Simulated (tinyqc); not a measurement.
Length of a molecular wire: coherent transport through a tight-binding bridge. Computed by the program tinyqc. Command: `OMP_NUM_THREADS=1 python tinyqc.py 115759 115760 out.jsonl`; one thread of a shared host (Intel(R) Xeon(R) Processor @ 2.60GHz), about 1 s.

A uniform bridge between two chains:
```
parameter,value
site energy (eV),1.270000
hopping in the bridge (eV),1.180000
lead hopping (eV),2.420000
couplings (eV),"0.35, 0.42"
E (eV),-0.420000
```

T = Gamma_L Gamma_R |G_1n|^2 with the self-energies of semi-infinite chains.

Transmission against length:
```
sites,T,ln T
2,9.6108e-03,-4.645
3,6.7965e-01,-0.386
4,1.1666e-02,-4.451
5,5.1918e-03,-5.261
6,8.7844e-03,-4.735
7,3.4350e-01,-1.069
8,1.3157e-02,-4.331
9,5.2446e-03,-5.251
10,8.1003e-03,-4.816
```

E lies inside the band of the bridge (|E - e|/2h = 0.716 < 1): T does not decay but oscillates with length, between 0.005 and 0.680 here, as levels of the bridge pass E.
